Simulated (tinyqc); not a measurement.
## Saturation velocity and mobility from two gate lengths

Question. Isat = Cox vsat Vg (x - 1)/(x + 1) per width, x = sqrt(1 + 2 mu Vg/(m vsat L)), with no series resistance and the same overdrive Vg and mu at both lengths. Find vsat and mu.

Parameters, values chosen for the exercise:
```
symbol,value,unit,meaning
Cox,2.08,uF/cm^2,gate capacitance
m,1.14,,body factor
```

Vg = 0.62 V
Isat at L = 0.13 and 0.65 um (uA/um): [233.13320, 72.751501]

Answer. The ratio of the currents depends on c = 2 mu Vg/(m vsat) alone and falls steadily from L2/L1 to 1 as c grows, so it fixes c; either current then gives vsat.

vsat = 6.800e6 cm/s
mu = 160.3 cm^2/(V s)

Program tinyqc, `OMP_NUM_THREADS=1 python tinyqc.py 2500145 2500146 out.jsonl`; Intel Xeon 2.30GHz, shared host, one thread, about 0.04 s.
